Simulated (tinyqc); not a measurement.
# Carrier lifetime of an n-type layer with SRH, radiative, Auger and surface recombination: what changes with what

Uniform excess density dn = dp (no trapping), n = n0 + dn, p = p0 + dn, Boltzmann statistics, full ionisation. Surfaces enter as a rate 2 S dn/d, which holds while diffusion to them is fast.

Values chosen for this exercise; band and dielectric values close to those of gallium nitride:
- T = 300 K (temperature)
- Eg = 3.42 eV (band gap)
- Nc = 2.33e18 cm^-3 (conduction-band density of states at T)
- Nv = 4.64e19 cm^-3 (valence-band density of states at T)
- B = 1.12e-10 cm^3/s (radiative coefficient)
- N = 4.8e15 cm^-3 (donor density)
- Cn = 4.4e-31 cm^6/s (Auger coefficient (two electrons))
- Cp = 1.4e-31 cm^6/s (Auger coefficient (two holes))
- Nt = 4.7e11 cm^-3 (trap density)
- sn = 5e-14 cm^2 (capture cross-section for electrons)
- sp = 5e-17 cm^2 (capture cross-section for holes)
- vth = 1.2e7 cm/s (thermal velocity (both carriers))
- Et = 1.92 eV (trap level below the conduction band)
- S = 0 cm/s (surface recombination velocity (both faces))
- d = 7 um (sample thickness)

Constants: q = 1.602176634e-19 C, kB = 1.380649e-23 J/K, Vt = kB T/q. Results are converted to the units shown.

Each table varies one quantity; the others keep the values above.

## Lifetime against injection

ni = sqrt(Nc Nv) exp(-Eg/(2 Vt)), Eg in volts; majority density N/2 + sqrt(N^2/4 + ni^2), n0 p0 = ni^2; n1 = Nc exp(-Et/Vt), p1 = Nv exp((Et - Eg)/Vt); tn0 = 1/(sn vth Nt), tp0 = 1/(sp vth Nt). With e = n p - ni^2 = dn (n0 + p0 + dn): U_SRH = e/(tp0 (n + n1) + tn0 (p + p1)), U_rad = B e, U_Aug = (Cn n + Cp p) e, U_s = 2 S dn/d. Each tau is dn over its rate; tau = dn/U with U the sum.

Lifetime against injection:
```
dn (cm^-3)	tau_SRH (s)	tau_rad (s)	tau_Aug (s)	tau (s)	radiative share (%)	largest path
1e11	0.0035461	1.8601e-6	0.098638	1.8591e-6	99.946	radiative
1e12	0.0035461	1.8597e-6	0.098595	1.8587e-6	99.946	radiative
1e13	0.0035461	1.8563e-6	0.098168	1.8552e-6	99.946	radiative
1e14	0.0035462	1.8222e-6	0.094047	1.8212e-6	99.947	radiative
1e15	0.0035467	1.5394e-6	0.064047	1.5387e-6	99.954	radiative
1e16	0.0035485	6.0328e-7	0.0085399	6.0314e-7	99.976	radiative
1e17	0.0035495	8.5196e-8	1.5874e-4	8.5149e-8	99.944	radiative
1e18	0.0035496	8.8859e-9	1.7097e-6	8.8400e-9	99.483	radiative
1e19	0.0035496	8.9243e-10	1.7227e-8	8.4847e-10	95.075	radiative
```

What does the comparison show?

Radiative recombination leads at dn = 1e11 and in all other rows. The total lifetime falls from 1.86e-6 to 8.48e-10 s. tau_SRH goes from 0.00355 s (low-injection limit 0.00355 s) to 0.00355 s (high-injection limit tn0 + tp0 = 0.00355 s). Between the last two rows tau_rad goes as dn^(-1.00) and tau_Aug as dn^(-2.00); the radiative share falls from 99.9 to 95.1 %. For dn = 1e18, 1e19 the carriers are degenerate, where B and the Auger coefficients no longer stay constant.

## Effect of the donor density at dn = 1e14 cm^-3

Same model as above.

Here dn = 1e14 cm^-3.

Effect of the donor density at dn = 1e14 cm^-3:
```
N (cm^-3)	tau_SRH (s)	tau_rad (s)	tau_Aug (s)	tau (s)	radiative share (%)	largest path
1e14	0.003548	4.464e-5	49.02	4.409e-5	98.76	radiative
3e14	0.003547	2.232e-5	13.16	2.218e-5	99.37	radiative
1e15	0.003546	8.117e-6	1.825	8.098e-6	99.77	radiative
3e15	0.003546	2.880e-6	0.2341	2.878e-6	99.92	radiative
1e16	0.003546	8.840e-7	0.02221	8.838e-7	99.97	radiative
3e16	0.003546	2.966e-7	0.002506	2.966e-7	99.98	radiative
1e17	0.003546	8.920e-8	2.267e-4	8.916e-8	99.96	radiative
3e17	0.003546	2.975e-8	2.523e-5	2.972e-8	99.88	radiative
```

Read the table: what changes, and by how much?

Radiative recombination leads at N = 1e14 and in all other rows. tau_SRH stays near 0.00355 s and the total lifetime falls from 4.41e-5 to 2.97e-8 s. Between the last two rows tau_rad goes as N^(-1.00) and tau_Aug as N^(-2.00).

Computed by the program tinyqc: `OMP_NUM_THREADS=1 python tinyqc.py 2300153 2300154 out.jsonl`, one thread of a shared Intel Xeon 2.30GHz, about 0.01 s for the whole run.
